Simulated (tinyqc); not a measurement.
Donor in an ellipsoidal valley (Kohn-Luttinger variational method). From one set of inputs to another, one input at a time. Computed by tinyqc, a small Python program. Command: `OMP_NUM_THREADS=1 python tinyqc.py 3020659 3020660 out.jsonl kohnlutt ladder`. One thread of a shared host (Intel(R) Xeon(R) Processor @ 2.30GHz), about 0.1 s of CPU time with the checks.

H = -(d^2/dx^2 + d^2/dy^2) - gamma d^2/dz^2 - 2/r in units built on m_t, with gamma = m_t/m_l and z along the valley axis. One valley; no valley-orbit or central-cell term.

The inputs printed are set A. Inputs not listed in the table keep their values of set A, so the rows need not describe a real material.

Inputs (values chosen for the exercise, for a model semiconductor): transverse mass m_t = 0.396 m_0; longitudinal mass m_l = 1.59 m_0; dielectric constant eps = 16.8.

Constants: Ry = 13.605693123 eV; a_0 = 0.529177210903 angstrom.

Method:
- Ry* = Ry m_t/eps^2, a* = a_0 eps/m_t, gamma = m_t/m_l.
- Trial function exp(-sqrt((x^2 + y^2)/a^2 + z^2/b^2)) with beta = b/a < 1: E = t/a^2 - u/a, t = (2 + gamma/beta^2)/3, u = 2 arcsin(sqrt(1 - beta^2))/sqrt(1 - beta^2); the best a is 2 t/u and E(beta) = -u^2/(4 t).
- Golden-section search on beta from 0.05 to 0.999, 60 steps.
- Gaussian basis: g = P exp(-al (x^2 + y^2) - be z^2) with P = 1 (s-like), z (2p0) or x (2p+-); al = 0.004 x 2.6^k, k = 0..11, and be/al = 1, gamma^(-1/2) or 1/gamma (36 functions); 1/r = (2/sqrt(pi)) int exp(-t^2 r^2) dt by 48 Gauss-Legendre points after t = sqrt(al_i + al_j) tan(theta); overlap eigenvalues below 1e-10 are dropped.

Each row keeps all changes above it:
```
input moved,from,to,"1s binding energy, trial function (meV)",2p+- binding energy (meV),radius a of the 1s trial function (angstrom)
set A,-,-,28.59,5.989,17.289
transverse mass m_t (m_0),0.396,0.342,25.60,5.270,19.556
dielectric constant eps,16.8,5.69,223.14,45.939,6.623
longitudinal mass m_l (m_0),1.59,1.48,219.28,45.528,6.699
```

1s binding energy, trial function goes from 28.6 to 219, a factor 7.67 in all. The largest single move comes from dielectric constant eps (a factor 8.72). 2p+- binding energy goes from 5.99 to 45.5, a factor 7.60 in all. The largest single move comes from dielectric constant eps (a factor 8.72). Radius a of the 1s trial function goes from 17.3 to 6.70, a factor 0.387 in all. The largest single move comes from dielectric constant eps (a factor 0.339), and transverse mass m_t works against it (a factor 1.13). The single moves hold for this order of the switches; the total does not depend on the order.

Caution (rows dielectric constant eps, longitudinal mass m_l): a* is only a few bond lengths, so central-cell and valley-orbit terms are large. Caution (rows dielectric constant eps, longitudinal mass m_l): the short radius is only a few bond lengths, so the envelope approximation is rough.

Extremes, crossings and ranges named in words are read from the listed rows.
